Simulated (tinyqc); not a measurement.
Nuclear against electronic stopping over energy: ion implantation: universal nuclear stopping, Lindhard-Scharff electronic stopping and a Gaussian range profile. Computed by tinyqc, a small Python program. Command: `OMP_NUM_THREADS=1 python tinyqc.py 3024091 3024092 out.jsonl implant walk`. One thread of a shared host (Intel(R) Xeon(R) Processor @ 2.30GHz), about 0.1 s of CPU time with the checks.

An ion slows by elastic collisions with screened nuclei and by friction with electrons; channelling is ignored and the target is uniform.

Inputs (values chosen for the exercise, modelled on nitrogen ions in copper): ion atomic number Z1 = 7; ion mass M1 = 14 u; target atomic number Z2 = 29; target mass M2 = 63.55 u; target density N = 84.9 1/nm^3; scale factor of electronic stopping k = 1.2.

Method:
- Reduced energy eps = 32.53 M2 E/(Z1 Z2 (M1 + M2)(Z1^0.23 + Z2^0.23)), E in keV; s_n = ln(1 + 1.1383 eps)/(2 (eps + 0.01321 eps^0.21226 + 0.19593 eps^0.5)) for eps up to 30 and ln(eps)/(2 eps) above; S_n = 8.462 Z1 Z2 M1 s_n/((M1 + M2)(Z1^0.23 + Z2^0.23)) in 1e-15 eV cm^2.
- S_e = k 3.83 Z1^(7/6) Z2/(Z1^(2/3) + Z2^(2/3))^(3/2) sqrt(E/M1) in 1e-15 eV cm^2, E in keV.
- Path length R = int_0^E dE'/(N (S_n + S_e)); energy lost to nuclei nu = int_0^E S_n/(S_n + S_e) dE' (both with E' = E y^3 and 64 Gauss-Legendre points in y).

Stopping (1e-15 eV cm^2) and range:
```
E (keV)         eps     S_n     S_e  R (nm)     nu/E
1        3.5168e-02  20.790    7.27    7.51  0.76577
2        7.0337e-02  24.637   10.29   11.22  0.74395
5        1.7584e-01  28.362   16.27   19.99  0.69820
10       3.5168e-01  29.223   23.01   32.07  0.64661
20       7.0337e-01  27.755   32.53   52.90  0.57638
50       1.7584e+00  22.450   51.44  105.30  0.45342
100      3.5168e+00  17.137   72.75  177.16  0.34628
200      7.0337e+00  12.052  102.88  292.17  0.24318
500      1.7584e+01   6.861  162.67  540.71  0.13552
```

Nuclear stopping peaks near 10 keV among these rows (eps = 0.35; the universal curve peaks near 0.3). Electronic stopping overtakes it between 10 and 20 keV. The path length grows as E^0.58 at the low end and E^0.67 at the high end; constant stopping would give E^1, and stopping that rises with E, be it nuclear (below its peak) or electronic, gives a lower exponent.

Extremes, crossings and ranges named in words are read from the listed rows.
